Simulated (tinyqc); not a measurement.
Deformation-potential model of the L valleys of a conduction band: one step. Piezoresistance from repopulation. Four cases, with inputs chosen for the exercise.

Task: For small stress d(rho)/rho = pi X. For valleys on the <111> axes pi11 = pi12 = 0 and pi44 = -Xu s44/(3 kT) x (K - 1)/(2K + 1), K = ml/mt. For stress along [110]: pi_l = (pi11 + pi12 + pi44)/2 with the current along it and pi_t = (pi11 + pi12 - pi44)/2 with the current along [1-10]. 1/GPa = 100 x 1e-11/Pa.

Constants: kB = 8.617333262e-05 eV/K.

Case 1.

Values chosen (near those of Ge; not measured data): ml = 1.553 m0 (longitudinal mass); mt = 0.08 m0 (transverse mass); Xu = 16.7 eV (uniaxial potential); T = 400 K (temperature).

s11, s12, s44 (1/TPa): 9.520224  -2.527969  14.749263

Case 2.

Values chosen (near those of Ge; not measured data): ml = 1.583 m0 (longitudinal mass); mt = 0.082 m0 (transverse mass); Xu = 15.67 eV (uniaxial potential); T = 77 K (temperature).

s11, s12, s44 (1/TPa): 10.299580  -2.858314  15.873016

Case 3.

Values chosen (near those of Ge; not measured data): ml = 1.562 m0 (longitudinal mass); mt = 0.079 m0 (transverse mass); Xu = 16.83 eV (uniaxial potential); T = 77 K (temperature).

s11, s12, s44 (1/TPa): 10.240569  -2.900036  15.384615

Case 4.

Values chosen (near those of Ge; not measured data): ml = 1.585 m0 (longitudinal mass); mt = 0.084 m0 (transverse mass); Xu = 16.66 eV (uniaxial potential); T = 350 K (temperature).

s11, s12, s44 (1/TPa): 10.501823  -2.920996  15.220700

Give: K; pi11, pi12, pi44; pi_l, pi_t for [110].

Result:

Case 1.

K = 19.413

pi11, pi12, pi44 (1e-11/Pa): 0.0  0.0  -110.1

pi_l, pi_t for [110] (1e-11/Pa): -55.1  55.1

Case 2.

K = 19.305

pi11, pi12, pi44 (1e-11/Pa): 0.0  0.0  -577.4

pi_l, pi_t for [110] (1e-11/Pa): -288.7  288.7

Case 3.

K = 19.772

pi11, pi12, pi44 (1e-11/Pa): 0.0  0.0  -602.2

pi_l, pi_t for [110] (1e-11/Pa): -301.1  301.1

Case 4.

K = 18.869

pi11, pi12, pi44 (1e-11/Pa): 0.0  0.0  -129.3

pi_l, pi_t for [110] (1e-11/Pa): -64.6  64.6

Only the transfer between valleys is counted; changes of mass and of intervalley scattering add to it in a real crystal.

Computed by tinyqc, one run a case: `OMP_NUM_THREADS=1 python tinyqc.py N N+1 out.jsonl` with N = 1050890, 1051076, 1051098, 1051384; one thread of a shared Intel(R) Xeon(R) Processor @ 2.30GHz, about 0.05 s a run at most.
